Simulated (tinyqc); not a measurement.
Worked calculation: sputter depth profiling of a dopant layer: erosion rate, quantification and the mixing-roughness response. Computed by tinyqc, a small Python program that keeps every step. Command: `OMP_NUM_THREADS=1 python tinyqc.py 3010081 3010082 out.jsonl sims walk`. One thread of a shared host (Intel(R) Xeon(R) Processor @ 2.30GHz), about 0.01 s of CPU time with the checks. Intermediate numbers are printed to about 6 digits and carried at full precision; extremes and crossings named in words are read from the listed rows.

A rastered ion beam erodes silicon (49.94 atoms per nm^3). The measured profile is the true one convolved with a depth response.

Inputs (values chosen for the exercise, modelled on a dopant in silicon under an oxygen or caesium beam):
```
quantity                               value    unit
beam energy E                            5.2     keV
beam current                             130      nA
raster side                              250      um
sputter yield at 1 keV                     1       -
mixing length at 1 keV                   1.3      nm
roughness sigma                          1.2      nm
depth of the layer z0                     20      nm
sheet density Q                        2e+12  1/cm^2
relative sensitivity factor RSF      1.7e+21  1/cm^3
matrix count rate                    1.1e+06     1/s
background count rate                    3.5     1/s
counting time per point                  0.5       s
level that defines the junction C_B    4e+16  1/cm^3
```

True profile: delta layer.

Constants: e = 1.602176634e-19 C.

## Erosion and sensitivity

Scaling chosen for the exercise: yield Y = Y1 E^0.5, mixing length w = w1 E^0.5 (E in keV). Erosion rate = Y I/(e x raster^2 x density); depth step = rate x counting time; concentration = RSF x counts/matrix counts; detection limit = RSF x 3 sqrt(background x time)/(matrix rate x time).

yield Y = 2.28035

mixing length w = 2.96446 nm

erosion rate = 0.592797 nm/s

depth step = 0.296399 nm

detection limit = 1.22667e+16 1/cm^3

Caution: with so few background counts Poisson statistics, not 3 sqrt(N), set the true limit.

## Measured shape

Mixing alone turns a layer at z0 into (1/w) exp(-(z - z0 + w)/w) for z > z0 - w; roughness adds a Gaussian of width sigma. With x = z - z0 + w: g(x) = (1/(2w)) exp(sigma^2/(2 w^2) - x/w) erfc((sigma/w - x/sigma)/sqrt2), and its integral G(x) = (1/2) erfc(-x/(sigma sqrt2)) - w g(x). Measured: Q g(x), 1 nm = 1e-7 cm. Find the maximum, the full width at half maximum and the deep point where the profile falls to C_B; far down, the trailing edge decays by w ln(10) per decade.

depth of the maximum = 18.3801 nm

peak concentration = 3.54942e+18 1/cm^3

full width at half maximum = 4.70434 nm

apparent junction depth = 32.4799 nm

trailing slope = 6.82591 nm/decade

The true deep edge lies at 20 nm, so the junction appears 12.5 nm too deep.

## Moments

Convolution adds means and variances: the response has mean 0 (shift -w plus exponential mean w) and variance w^2 + sigma^2; a delta layer adds none.

centroid = 20 nm

standard deviation = 3.19812 nm

maximum minus centroid = -1.61993 nm

The centroid stays at the true position while the maximum lies nearer the surface, so depth is read from the centroid.

## Points of the profile

Counts = concentration x matrix rate x time/RSF + background x time; relative noise 1/sqrt(counts). Depths are z0 - w + k (w + sigma), k = -0.5, 0, 0.5, 1, 2, 3, 5, 8, 12.

Profile:
```
k      z (nm)  measured (1/cm^3)       counts  relative noise
-0.5  14.9533        2.39132e+17  7.91162e+01        0.112426
0.0   17.0355        2.51030e+18  8.13904e+02        0.035052
0.5   19.1178        3.29497e+18  1.06777e+03        0.030603
1.0   21.2000        1.79514e+18  5.82532e+02        0.041432
2.0   25.3645        4.41038e+17  1.44439e+02        0.083207
3.0   29.5289        1.08238e+17  3.67683e+01        0.164916
5.0   37.8578        6.51915e+15  3.85914e+00        0.509044
8.0   50.3512        9.63619e+13  1.78118e+00        0.749284
12.0  67.0090        3.49562e+11  1.75011e+00        0.755905
```

## Beam energy: resolution against speed

Width = full width at half maximum; the apparent junction is the deep point where the profile falls to C_B; time to profile to twice z0 = 2 z0/erosion rate, at fixed current.

Measured values:
```
E (keV)   w (nm)  peak (1/cm^3)  width (nm)  apparent junction (nm)  time (min)
0.15     0.50349    6.20474e+18     3.01202                 24.3772     6.62154
0.25     0.65000    5.99371e+18     3.10207                 24.7748     5.12902
0.50     0.91924    5.60046e+18     3.27860                 25.6541     3.62676
1.00     1.30000    5.08471e+18     3.53762                 26.9918     2.56451
2.00     1.83848    4.47119e+18     3.91021                 28.8591     1.81338
4.00     2.60000    3.80471e+18     4.44514                 31.3506     1.28225
8.00     3.67696    3.13697e+18     5.21584                 34.5820     0.90669
```

From the highest to the lowest energy the width goes from 5.22 to 3.01 nm, towards the floor set by roughness, 2.355 sigma = 2.83 nm, and the junction error from 14.6 to 4.38 nm, at 7.3 times the time. Extrapolating the tail slope to zero energy separates mixing from real diffusion. Caution: the surface transient, segregation under the beam and the growth of roughness with depth are left out, and real yields fall faster near the sputter threshold.

Checks made by the program: dose under the measured profile (relative difference below 1e-10).
